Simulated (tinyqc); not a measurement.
Comparisons within one model: special k points of the square lattice. A value that a table varies takes the place of the one given here.

Lattice vectors in units of a: a1 = (1, 0), a2 = (0, 1); reciprocal vectors b_i with a_i . b_j = 2 pi delta_ij. Mesh: k = sum_i f_i b_i with f_i = (2 j_i + shift)/(2 N), j_i = 0 .. N-1. The point group of the lattice has 8 operations; only those that map the mesh onto itself are used.

A_m(k) = sum over the m-th star of lattice vectors R of cos(k . R), stars in order of length: m = 1: |R|^2 = 1, 4 vectors, such as (1, 0) in the basis a_i; m = 2: |R|^2 = 2, 4 vectors, such as (1, 1) in the basis a_i; m = 3: |R|^2 = 4, 4 vectors, such as (2, 0) in the basis a_i; m = 4: |R|^2 = 5, 8 vectors, such as (2, 1) in the basis a_i; m = 5: |R|^2 = 8, 4 vectors, such as (2, 2) in the basis a_i; m = 6: |R|^2 = 9, 4 vectors, such as (3, 0) in the basis a_i. The zone mean of every A_m is zero.

Test function, the lower band of a two-band insulator: E(k) = -sqrt(D^2 + (e0 - t A_1(k))^2).

Inputs chosen for the exercise: D = 1.94 eV (half gap term); t = 1 eV (coupling); e0 = 2.34 eV (offset); N = 3 (points along each reciprocal vector); shift = 1 (half steps).

## Mesh size and shift

Errors of the mean of E against the unshifted mesh with N = 96. The fifth column is |R|^2 of the shortest star with a non-zero mean.

Meshes:
```
mesh        points  irreducible  operations  |R|^2 missed  error (meV)
2 Gamma          4            3           8          4.00     -419.060
2 shifted        4            1           8          4.00      356.998
3 Gamma          9            3           8          9.00      -47.830
3 shifted        9            3           8          9.00       67.870
4 Gamma         16            6           8         16.00        1.929
4 shifted       16            3           8         16.00       -3.466
5 Gamma         25            6           8         25.00        2.111
5 shifted       25            6           8         25.00       -2.613
6 Gamma         36           10           8         36.00        0.013
6 shifted       36            6           8         36.00        0.172
8 Gamma         64           15           8           >49       -0.011
8 shifted       64           10           8           >49        0.003
10 Gamma       100           21           8           >49        0.002
10 shifted     100           15           8           >49       -0.003
```

reference mean = -3.39660 eV

What does this show, and why?

The shifted mesh has the smaller error for 2 of 7 values of N and the larger for 4; the rest agree at the printed digits. The cheapest mesh within 1 meV is 6 shifted, with 6 irreducible points. A mesh misses the lattice vectors N (n1 a1 + n2 a2 + ...); the half shift gives each the sign (-1)^(n1 + n2 + ...), so the 4 shortest ones add up to -4 in place of 4: their term only changes sign. The shift keeps the full symmetry; it leaves fewer irreducible points for N = 2, 4, 6, 8 and 10.

## Gap and mesh density

D takes the values listed; errors against the unshifted mesh with N = 192, for unshifted meshes.

Errors (meV):
```
D (eV)  reference (eV)     N = 2   N = 4   N = 6   N = 8
0.2            -2.5949  -583.198  28.444   0.592  -6.687
0.4            -2.6375  -564.497  22.676   1.697  -3.555
0.8            -2.7739  -520.806  11.409   1.165  -0.920
1.5            -3.1252  -452.662   3.351   0.176  -0.071
2.5            -3.7818  -384.322   1.326  -0.026   0.000
4.0            -4.9572  -316.717   0.997  -0.008   0.000
```

How do the results move?

The first listed N from which the error stays below 0.5 meV is none for D = 0.2, none for D = 0.4, none for D = 0.8, 6 for D = 1.5, 6 for D = 2.5, 6 for D = 4 eV. A larger D makes the function smoother, so its Fourier coefficients fall faster with |R|; single entries change sign along a column, so a small error on one coarse mesh can be a cancellation.

## One point for the whole zone

The mean-value (Baldereschi) point is taken at k = (2 pi/a) (0.25, 0.25), that is f = (0.25, 0.25); the reference is the mesh with N = 96.

Single points:
```
point                    A_1     A_2     A_3    A_4   E (eV)
Gamma                  4.000   4.000   4.000  8.000  -2.5533
mean-value point       0.000   0.000  -4.000  0.000  -3.0396
zone-face centre b1/2  0.000  -4.000   4.000  0.000  -3.0396
```

reference mean = -3.3966 eV

What can be read from the table?

The mean-value point makes A_1, A_2 and A_4 vanish. Its error is +357 meV, against +843 meV at Gamma and +357 meV at b1/2. E is not linear in A_1; its powers hold sums of nearest vectors and a non-zero mean, so this point is not exact. A_1 has the same value at b1/2, and E depends on A_1 alone, so this test cannot tell the two points apart.

## What moves the zone average

Mean of E over the mesh, and its error against the unshifted mesh with N = 96. Each row changes one parameter from the base and keeps the others.

Results:
```
case          mean (eV)  error (meV)  irreducible points
base            -3.3287        67.87                   3
N = 4           -3.4001        -3.47                   3
shift = 0       -3.4444       -47.83                   3
D = 1.358 eV    -2.9451        99.84                   3
t = 1.3 eV      -3.5682        99.65                   3
```

How do the results move?

The largest shifts from the base row, up to three for each result and ties (the steps differ in size, so this ranks the rows, not the parameters). mean (eV): D +0.3837, t -0.2395, shift -0.1157. error (meV): shift -115.70, N -71.34, D +31.96. irreducible points: unchanged at the printed digits by N, shift, D and t.

(tinyqc, `OMP_NUM_THREADS=1 python tinyqc.py 1681784 1681785 out.jsonl`, Intel(R) Xeon(R) Processor @ 2.30GHz, 1 thread, shared host, about 0.08 s.)
